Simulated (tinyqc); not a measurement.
# Electron density from the filling shift

Inverse problem. At zero temperature the Burstein-Moss shift of one parabolic valley is (C/me + C/mh) kF^2 with kF = (3 pi^2 n)^(1/3), C = hbar^2/(2 m0). Find kF and n.

Values chosen for this exercise: electron mass me = 0.0765 m0; hole mass mh = 0.564 m0.

Constants: q = 1.602176634e-19 C, hbar = 1.054571817e-34 J s, m0 = 9.1093837015e-31 kg, hbar^2/(2 m0) = 0.0380998212 eV nm^2. Results are converted to the units shown.

filling shift = 343.71265 meV

Answer. The shift gives kF^2, and n = kF^3/(3 pi^2).

kF = 0.780 1/nm
n = 1.60e19 cm^-3

Computed by the program tinyqc: `OMP_NUM_THREADS=1 python tinyqc.py 2330020 2330021 out.jsonl`, one thread of a shared Intel Xeon 2.30GHz, about 0.01 s for the whole run.
